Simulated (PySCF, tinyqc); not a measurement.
RHF in the sto-3g basis, for H6, spin multiplicity 1, step by step. The lowest restricted solution is unstable here: a spin-polarised one lies 0.0050 hartree lower (PySCF). One step of it, computed by the program tinyqc.

Task: Iteration 4: DIIS coefficients. Solve [B -1; -1 0][c; lambda] = [0; -1] for the coefficients, which sum to one.

B (overlaps of the stored error matrices), lower triangle:
```
                1               2              3
1   3.9758146e-03
2   2.9860988e-03   2.2542490e-03
3  -4.0951207e-04  -3.0671481e-04  4.2819862e-05
```

Give: DIIS coefficients.

Result:

DIIS coefficients: 0.1383  -0.0579  0.9196
